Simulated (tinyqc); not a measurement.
Floating body of a partially depleted SOI transistor: body voltage and kink: one step of the calculation.

Source at 0 V. Channel current Ic = 2 nf K Vt^2 [F(0) - F(Vd)](1 + la Vd), F(V) = ln^2(1 + exp((Vg - VT - nf V)/(2 nf Vt))), VT = VT0 - gb Vb. Saturation voltage Vs = 2 Vt sqrt(F(0)) + 3 Vt, excess Ve = (Vd - Vs + sqrt((Vd - Vs)^2 + 0.0004 V^2))/2, multiplication M1 = Ai Ve exp(-Bl/Ve). Each junction passes D(v) = J1 (exp(v/Vt) - 1) + J2 (exp(v/(2 Vt)) - 1). Bipolar current Ib = bb J1 (exp(Vb/Vt) - 1). The body settles where M1 (Ic + Ib) = D(Vb) + D(Vb - Vd) + Vb/Rb; drain current Id = (1 + M1)(Ic + Ib) - D(Vb - Vd).

Problem. New Vb. Current into the body I_in = M1 (Ic + Ib) - D(Vb - Vd), current out I_out = D(Vb) + Vb/Rb; f = ln(I_in/I_out), s = df/dVb by central differences over 1e-5 V, Vb(new) = Vb - f/s.

Values chosen for this exercise; values of the order met in partially depleted silicon-on-insulator transistors:

| symbol | value | unit | meaning |
|---|---|---|---|
| T | 330 | K | temperature |
| VT0 | 0.33 | V | threshold at zero body voltage |
| gb | 0.19 |  | fall of the threshold per volt of body voltage |
| nf | 1.3 |  | slope factor |
| K | 130 | uA/(V^2 um) | gain factor per width |
| la | 0.09 | 1/V | channel-length modulation factor |
| Ai | 1.68 | 1/V | impact-ionisation prefactor |
| Bl | 7.5 | V | impact-ionisation voltage |
| J1 | 1.4e-12 | uA/um | diffusion saturation current of each junction |
| J2 | 7.3e-9 | uA/um | recombination saturation current of each junction |
| bb | 0.5 |  | gain of the lateral bipolar transistor on the diffusion current |
| Rb | 1e9 | kohm um | resistance of a weak body tie to the source (1e9 stands for no tie, and the term is then dropped) |
| Vg | 0.37 | V | gate voltage |
| Vd | 2.5 | V | drain voltage |

Constants: q = 1.602176634e-19 C, kB = 1.380649e-23 J/K, Vt = kB T/q. Results are converted to the units shown.

Vb after iteration 1 = 0.73134502 V

Wanted: Ic; Ve; M1; I_in; I_out; f; s; Vb after iteration 2.

Solution.

Ic = 2.1020 uA/um
Ve = 2.2722 V
M1 = 0.14069
I_in = 0.31028 uA/um
I_out = 0.20947 uA/um
f = 0.39288
s = -31.741 1/V
Vb after iteration 2 = 0.74372 V

Range of the model: The multiplication law is an empirical form chosen for the exercise; self-heating and capacitive coupling to the body are left out, and the linear laws are rough once Vb passes about 0.7 V or M1 about 0.1.

Computed by the program tinyqc: `OMP_NUM_THREADS=1 python tinyqc.py 2182153 2182154 out.jsonl`, one thread of a shared Intel Xeon 2.30GHz, about 0.2 s for the whole run.
